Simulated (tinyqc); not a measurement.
Inside a calculation. Model: binary melting diagram from solution models of liquid and solid. Computed by tinyqc, a small Python program that keeps every step. Command: `OMP_NUM_THREADS=1 python tinyqc.py 3024564 3024565 out.jsonl melt walk`. One thread of a shared host (Intel(R) Xeon(R) Processor @ 2.30GHz), about 0.01 s of CPU time with the checks. Intermediate numbers are printed to about 6 digits and carried at full precision; extremes and crossings named in words are read from the listed rows.

x is the fraction of B. In a phase with interaction L: mu_A = G_A + R T ln(1 - x) + L x^2, mu_B = G_B + R T ln x + L (1 - x)^2. Melting: G(liquid) - G(solid) = H (1 - T/T_m) for each pure component.

Inputs (values chosen for the exercise, modelled on Si-Ge):
```
quantity,value,unit
melting point T_A,1687,K
melting point T_B,1211,K
heat of melting H_A,50.9,kJ/mol
heat of melting H_B,37.3,kJ/mol
liquid interaction L_L,7.2,kJ/mol
solid interaction L_S,3.7,kJ/mol
"position of T, (T - T_A)/(T_B - T_A)",0.53,-
dilute content c0 of B,0.001,-
growth number V delta/D,2.8,-
```

Diagram: complete solid solution (lens).

Constants: R = 8.314462618 J/(mol K).

## Temperature and melting free energies

T = T_A + u (T_B - T_A). The ideal solution has k_A = exp(dG_A/(R T)) = (1 - xs)/(1 - xl) and k_B = exp(dG_B/(R T)) = xs/xl, so xl = (1 - k_A)/(k_B - k_A).

T = 1434.72 K

dG_A = 7.61177 kJ/mol

dG_B = -6.89080 kJ/mol

ideal liquidus xl = 0.670495

ideal solidus xs = 0.376291

## Tie line by Newton steps

Equal potentials: F_A = dG_A + R T ln[(1 - xl)/(1 - xs)] + L_L xl^2 - L_S xs^2 = 0, F_B = dG_B + R T ln(xl/xs) + L_L (1 - xl)^2 - L_S (1 - xs)^2 = 0. Newton steps from the ideal values with the exact Jacobian, halved if x would leave (0, 1); stop below 1e-12, residuals under 1e-7 shown as 0.

Iteration:
```
step,xl,xs,F_A (kJ/mol),F_B (kJ/mol)
1,0.670495,0.376291,2.71296e+00,-6.57620e-01
2,0.794513,0.411747,-1.01704e+00,-2.60017e-02
3,0.767393,0.397411,-8.75469e-02,4.82640e-03
4,0.764772,0.396349,-6.87743e-04,1.82034e-05
5,0.764751,0.396339,0,0
6,0.764751,0.396339,0,0
```

liquidus xl = 0.764751

solidus xs = 0.396339

The interactions move the liquidus by +0.0943 and the solidus by +0.0200; the lens is 1.25 times as wide as the ideal one here.

## Dilute B in A: partition coefficient and slope

At T_A, k0 = exp[(dG_B(T_A) + L_L - L_S)/(R T_A)]; van 't Hoff: m_L = -R T_A^2 (1 - k0)/H_A per unit fraction. Burton-Prim-Slichter: k_eff = k0/[k0 + (1 - k0) exp(-V delta/D)]. Freezing range of c0: |m_L| c0 |1 - k0|/k0.

partition coefficient k0 = 0.451253

liquidus slope m_L = -255.105 K

effective coefficient k_eff = 0.931144

freezing range = 0.310221 K

k0 < 1: the solid rejects B and B lowers the melting point. Faster growth moves k_eff towards 1.

## Solute along a frozen bar

For the solid at frozen fraction f, relative to c0. Lever rule: k0/[1 - (1 - k0) f]. Scheil (no diffusion in the solid, mixed liquid): k (1 - f)^(k - 1), with k0 and with k_eff. One zone pass with a zone a tenth of the bar long: 1 - (1 - k0) exp(-10 k0 f).

Ratio c_s/c0:
```
f,lever rule,"Scheil, k0","Scheil, k_eff",one zone pass
0.0,0.451253,0.45125,0.93114,0.451253
0.1,0.477453,0.47811,0.93792,0.650541
0.3,0.540179,0.54881,0.95429,0.858276
0.5,0.621880,0.66010,0.97666,0.942524
0.7,0.732700,0.87367,1.01163,0.976690
0.8,0.804369,1.09138,1.04027,0.985156
0.9,0.891579,1.59649,1.09112,0.990547
```

All but the k_eff column start at k0 = 0.451. At f = 0.9 Scheil gives 1.60 against 0.892 for the lever rule, since the solid keeps what it took and the last liquid is richer in B. Scheil passes c0 at f = 0.765. Last over first value: 3.54 with k0 and 1.17 with k_eff, so faster growth gives the more even bar.

## The lens

The formulas are those given above.

Liquidus and solidus:
```
T (K),xl,xs,ideal xl,ideal xs
1663,0.093744,0.041071,0.078102,0.028535
1592,0.358387,0.151033,0.291402,0.120077
1520,0.580370,0.257058,0.480760,0.226395
1449,0.739187,0.371011,0.641298,0.348983
1378,0.849652,0.508866,0.776451,0.495607
1306,0.928203,0.688193,0.888508,0.678628
1235,0.984333,0.913661,0.975572,0.907808
```

The lens is widest among these rows at 1449 K (0.368 in x, ideal 0.292). L_L - L_S = +3.5 kJ/mol, relative to the mixed solid, penalises the mixed liquid, and the liquidus lies above the ideal one in every row.

Checks made by the program: tie line against the common tangent on 20001 points (relative difference 2e-05); k0 and m_L against a tie line 0.01 K from T_A (relative difference 1e-05).
